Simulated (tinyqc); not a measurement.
Solubility, supersaturation, precipitation and gettering of an impurity in a silicon-like host: one step, computed by the program tinyqc. Command: `OMP_NUM_THREADS=1 python tinyqc.py 3014864 3014865 out.jsonl ripen walk`. One thread of a shared host (Intel(R) Xeon(R) Processor @ 2.30GHz), about 0.01 s of CPU time with the checks.

The wafer was saturated at T1 and is then held at T.

Task: Solubility, diffusivity, supersaturation. C_eq(T) = N0 exp(S/k_B - H/(k_B T)); D(T) = D0 exp(-Q/(k_B T)); C0 = C_eq(T1). Supersaturation s = C0/C_eq(T); critical radius r* = 2 gamma/(C_p k_B T ln s); barrier W* = (4 pi/3) gamma r*^2. Strain energy is left out.

Inputs (values chosen for the exercise, for a model impurity):
```
quantity,value,unit
site density N0,5e+22,1/cm^3
enthalpy of solution H,3.12,eV
entropy of solution S,7.5,k_B
diffusion prefactor D0,0.0011,cm^2/s
migration energy Q,0.612,eV
temperature of saturation T1,1300,K
anneal temperature T,761,K
impurity density in the precipitate C_p,2.6e+22,1/cm^3
interface energy gamma,0.32,J/m^2
```

Constants: k_B = 8.617333262e-05 eV/K; k_B = 1.380649e-23 J/K.

Give: C0; C_eq(T); D(T); supersaturation s; critical radius r*; W*/(k_B T).

Result:

C0 = 7.256e+13 1/cm^3

C_eq(T) = 1.967e+05 1/cm^3

D(T) = 9.736e-08 cm^2/s

supersaturation s = 3.689e+08

critical radius r* = 0.1188 nm

W*/(k_B T) = 1.800

Caution: the barrier to homogeneous nucleation is below 35 k_B T for these inputs, so new precipitates would form and outnumber the fixed sinks assumed here. Caution: a critical radius of atomic size is outside the capillary model.
